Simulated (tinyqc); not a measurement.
Width of the well: finite square well with mass mismatch (envelope functions).

A square well of width L and depth V0, mass mw inside and mb outside, energies from the bottom of the well, c = hbar^2/2m0. k = sqrt(mw E/c), kappa = sqrt(mb (V0 - E)/c). psi and psi'/m are continuous at the walls (BenDaniel-Duke), so level n solves k L + 2 atan[(k/mw)/(kappa/mb)] = n pi.

Constants: hbar^2/2m0 = 3.80998211 eV angstrom^2.

Inputs chosen for the exercise (near those of a GaAs well in AlGaAs; shifted at random, so the results belong to these values and not to a real crystal): V0 = 0.316 eV (barrier height); mw = 0.0687 m0 (mass in the well); mb = 0.0994 m0 (mass in the barrier); Ls = (21, 26, 33, 41, 51, 64, 79) angstrom (widths).

Levels against L, beside the infinite well E1(hard) = c (pi/L)^2/mw; Pb is the probability of level 1 in the barriers; a dash marks an unbound level.

Levels:

| L (angstrom) | bound levels | E1 (eV) | E2 (eV) | E1(hard) (eV) | Pb |
|---|---|---|---|---|---|
| 21 | 1 | 0.1859 | - | 1.2412 | 0.383 |
| 26 | 1 | 0.1579 | - | 0.8097 | 0.293 |
| 33 | 1 | 0.1274 | - | 0.5026 | 0.207 |
| 41 | 1 | 0.1018 | - | 0.3256 | 0.146 |
| 51 | 2 | 0.0791 | 0.2863 | 0.2104 | 0.099 |
| 64 | 2 | 0.0593 | 0.2274 | 0.1336 | 0.063 |
| 79 | 2 | 0.0444 | 0.1743 | 0.0877 | 0.041 |

What can be read from this table?

The infinite well overestimates E1 by a factor 6.68 at 21 angstrom and 1.97 at 79 angstrom. The local exponent d ln E1/d ln L goes from -0.76 (first two rows) to -1.37 (last two), towards the -2 of hard walls, as Pb falls from 0.383 to 0.041. E2 - E1 is largest at 51 angstrom of the widths listed.

tinyqc: `OMP_NUM_THREADS=1 python tinyqc.py 1281687 1281688 out.jsonl`; about 0.01 s, one thread, shared Intel(R) Xeon(R) Processor @ 2.30GHz.
